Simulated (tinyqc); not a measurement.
Anisotropic elasticity and sound waves of a cubic crystal: one step, computed by the program tinyqc.

Voigt order 1..6 = xx, yy, zz, yz, xz, xy, with engineering shear strains. The rotated frame has x' as named, z' along the wafer normal and y' = z' x x'.

Question. Moduli along the axes of the frame. Invert C' to S'. E along x' = 1/S'11, along y' = 1/S'22; Poisson ratios nu(x'y') = -S'12/S'11 and nu(x'z') = -S'13/S'11; in-plane shear modulus 1/S'66.

Frame: (110) wafer, x' along [1-11].

C' (GPa), lower triangle (symmetric):
```
          1         2         3         4        5        6
1  351.8333
2  104.4333  326.2500
3  104.4333  130.0167  326.2500
4    0.0000    0.0000    0.0000   98.1167
5    0.0000    0.0000    0.0000  -36.1803  72.5333
6    0.0000   36.1803  -36.1803    0.0000   0.0000  72.5333
```

Give: E along x'; E along y'; nu(x'y'); nu(x'z'); in-plane shear modulus.

Answer.

E along x' = 304.0 GPa

E along y' = 227.8 GPa

nu(x'y') = 0.2289

nu(x'z') = 0.2289

in-plane shear modulus = 59.19 GPa

E differs between x' and y' by +33.5 %.
